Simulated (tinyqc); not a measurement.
Tail temperature from the power law.

Problem. When tail states hold most of the charge, the linear current goes as I = A (Vg - VT)^g with g = 2 Tt/T - 1. Find g, Tt and the tail width kB Tt.

Values chosen for this exercise: temperature T = 250 K.

Constants: q = 1.602176634e-19 C, kB = 1.380649e-23 J/K, Vt = kB T/q. Results are converted to the units shown.

I at Vg - VT = 7.6 and 11 V (nA): [50.297237, 86.936306]

Solution. g is the slope of ln I against ln(Vg - VT).

g = 1.480
Tt = 310.0 K
kB Tt = 26.71 meV

tinyqc, about 0.02 s, one thread, Intel Xeon 2.30GHz (shared host): `OMP_NUM_THREADS=1 python tinyqc.py 2610014 2610015 out.jsonl`
